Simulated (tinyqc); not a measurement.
Polar nitride quantum well with polarisation fields, step by step. Values are carried at full precision from step to step, so a last printed digit may differ when a step is redone from the rounded ones.

Growth along [0001]. e_par = (a_sub - a)/a, Ppz = 2 e_par (e31 - e33 C13/C33), P = Psp + Ppz in each layer; strain relaxation and the strain shift of the gaps are left out, although thick layers with more than about 1 % mismatch would relax.

Constants: hbar^2/2m0 = 3.80998211 eV angstrom^2; hc = 1239.841984 eV nm.

Inputs chosen for the exercise (near those of a GaN well in AlN; shifted at random, so the results belong to these values and not to a real crystal):
```
symbol  value    unit      meaning
a_w     3.189    angstrom  lattice constant a, well
a_b     3.112    angstrom  lattice constant a, barrier
a_sub   3.189    angstrom  in-plane lattice constant of the stack
Psp_w   -0.0341  C/m^2     spontaneous polarisation
Psp_b   -0.0906  C/m^2     spontaneous polarisation
e31_w   -0.331   C/m^2
e31_b   -0.534   C/m^2
e33_w   0.656    C/m^2
e33_b   1.437    C/m^2
C_w     0.269              C13/C33
C_b     0.289              C13/C33
Lw      21       angstrom  well width
Lb      40       angstrom  barrier width
eps_w   10.3               dielectric constant
eps_b   10                 dielectric constant
Eg      3.44     eV        gap of the well
Vc      1.85     eV        conduction offset
Vv      0.87     eV        valence offset
me      0.2      m0        electron, well
meb     0.32     m0        electron, barrier
mh      1.49     m0        hole, everywhere
```

## Strain and polarisation

Give strain and polarisation of well and barrier; the bound sheet charge is |P_w - P_b|/e with e = 1.602176634e-19 C.

Layers:
```
layer      e_par  Ppz (C/m^2)  P (C/m^2)
well     0.00000      0.00000   -0.03410
barrier  0.02474     -0.04698   -0.13758
```

sheet charge = 6.459 x 1e13/cm^2

Of P_w - P_b = +0.1035 C/m^2 the piezoelectric part gives +0.0470 and the spontaneous part +0.0565.

## Built-in fields

In a periodic stack without free charge the potential drop over a period vanishes: F_w = (P_b - P_w) Lb/(eps0 (eps_w Lb + eps_b Lw)), F_b = -F_w Lw/Lb, eps0 = 8.8541878e-12 F/m; 1 MV/cm = 1e8 V/m = 0.01 V/angstrom.

Give both fields and the drop |F_w| Lw across the well.

F_w = -7.516 MV/cm
F_b = 3.946 MV/cm
drop = 1.578 eV

## Levels with and without the field

Envelope functions on cells of 0.25 angstrom over barrier, well, barrier (widths Lb, Lw, Lb), psi = 0 beyond, psi'/m continuous (mean mass between points), c = hbar^2/2m0. With u(z) the integral of e F (F_w in the well, F_b = -F_w Lw/Lb in the barriers, 1 MV/cm = 0.01 V/angstrom), zero at the centre of the well, the electron sees u plus Vc in the barriers and the hole -u plus Vv. The transition is Eg + E_e + E_h; excitons are left out.

Ground states of electron and hole, their centres, the squared overlap, the transition and its wavelength hc/E.

Results:
```
case            E_e (eV)  E_h (eV)  <z>_e  <z>_h  overlap^2  E (eV)     nm
no field          0.2220    0.0422    0.0    0.0      0.979  3.7041  334.7
built-in field    0.0287   -0.3568    4.7   -7.4     0.0750  3.1120  398.4
```

The field shifts the line by -592 meV, below the gap of the well material, pulls the carriers 12.2 angstrom apart and, with the rate proportional to overlap^2, lengthens the radiative lifetime by a factor 13.1.

## Estimate from two triangular wells

For a strong field: E = Eg - |e F_w| Lw + a0 (c (e F_w)^2)^(1/3) (me^(-1/3) + mh^(-1/3)), a0 = 2.338107, hard walls, c = hbar^2/2m0, 1 MV/cm = 0.01 V/angstrom.

electron term = 1.1121 eV
hole term = 0.5694 eV
E = 3.5432 eV

Both terms lie below the drop across the well, but the estimate also takes the near wall as infinitely high. Against the grid result 3.1120 eV the estimate errs by +431 meV: +294 from the electron and +137 from the hole, since hard walls stand in for offsets of 1.85 and 0.87 eV into which the carriers leak.

## Checks

- Electron level without field against the matching condition of the square well, eV: both 0.222.

Run: tinyqc, `OMP_NUM_THREADS=1 python tinyqc.py 1252315 1252316 out.jsonl`; Intel(R) Xeon(R) Processor @ 2.30GHz, one thread, shared host; about 0.03 s of CPU time with all checks.
